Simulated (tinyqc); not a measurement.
Static screening by free carriers: one step. Fermi and screening wave vectors. Four cases, with inputs chosen for the exercise.

Question. Also the effective Bohr radius aB = a0 eps/m and rs = (3/(4 pi n))^(1/3)/aB.

kF = (3 pi^2 n/Mv)^(1/3), EF = c kF^2/m with c = hbar^2/2m0, n in 1/angstrom^3 (1e-24 per 1/cm^3), e2 = e^2/(4 pi eps0). Thomas-Fermi: qTF^2 = 6 pi e2 n/(eps EF). Debye: qD^2 = 4 pi e2 n/(eps kB T).

Constants: hbar^2/2m0 = 3.80998211 eV angstrom^2; e^2/(4 pi eps0) = 14.39964547 eV angstrom; kB = 8.617333262e-05 eV/K; a0 (Bohr radius) = 0.5291772105 angstrom.

Case 1.

Values chosen (a free-electron density near that of Ag; shifted at random, so the results belong to these values and not to a real crystal): n = 5.83e+22 1/cm^3 (carrier density); m = 1 m0 (mass of one isotropic valley); Mv = 1 (valleys); eps = 1 (background dielectric constant); T = 300 K.

Case 2.

Values chosen (a free-electron density near that of Al; shifted at random, so the results belong to these values and not to a real crystal): n = 1.76e+23 1/cm^3 (carrier density); m = 1 m0 (mass of one isotropic valley); Mv = 1 (valleys); eps = 1 (background dielectric constant); T = 300 K.

Case 3.

Values chosen (a free-electron density near that of Na; shifted at random, so the results belong to these values and not to a real crystal): n = 2.7e+22 1/cm^3 (carrier density); m = 1 m0 (mass of one isotropic valley); Mv = 1 (valleys); eps = 1 (background dielectric constant); T = 300 K.

Case 4.

Values chosen (near those of InAs; shifted at random, so the results belong to these values and not to a real crystal): n = 5.2e+17 1/cm^3 (carrier density); m = 0.026 m0 (mass of one isotropic valley); Mv = 1 (valleys); eps = 15.3 (background dielectric constant); T = 300 K.

Give: kF; EF at 0 K; EF/kT; qTF; qD; aB; rs.

Answer.

Case 1.

kF = 1.1996 1/angstrom
EF at 0 K = 5483 meV
EF/kT = 212
qTF = 1.6989 1/angstrom
qD = 20.201 1/angstrom
aB = 0.5292 angstrom
rs = 3.02

The gas is degenerate, so the Thomas-Fermi value applies. With rs above 1 exchange and correlation, left out here, are not small.

Case 2.

kF = 1.7337 1/angstrom
EF at 0 K = 1.145e+04 meV
EF/kT = 443
qTF = 2.0424 1/angstrom
qD = 35.099 1/angstrom
aB = 0.5292 angstrom
rs = 2.09

The gas is degenerate, so the Thomas-Fermi value applies. With rs above 1 exchange and correlation, left out here, are not small.

Case 3.

kF = 0.92810 1/angstrom
EF at 0 K = 3282 meV
EF/kT = 127
qTF = 1.4943 1/angstrom
qD = 13.747 1/angstrom
aB = 0.5292 angstrom
rs = 3.91

The gas is degenerate, so the Thomas-Fermi value applies. With rs above 1 exchange and correlation, left out here, are not small.

Case 4.

kF = 0.024878 1/angstrom
EF at 0 K = 90.69 meV
EF/kT = 3.51
qTF = 0.010086 1/angstrom
qD = 0.015424 1/angstrom
aB = 311.4 angstrom
rs = 0.248

The gas is partly degenerate; neither limit is exact, and the true screening wave vector lies below both.

Computed by tinyqc, one run a case: `OMP_NUM_THREADS=1 python tinyqc.py N N+1 out.jsonl` with N = 1680738, 1680834, 1680929, 1680994; one thread of a shared Intel(R) Xeon(R) Processor @ 2.30GHz, about 0.01 s a run at most.
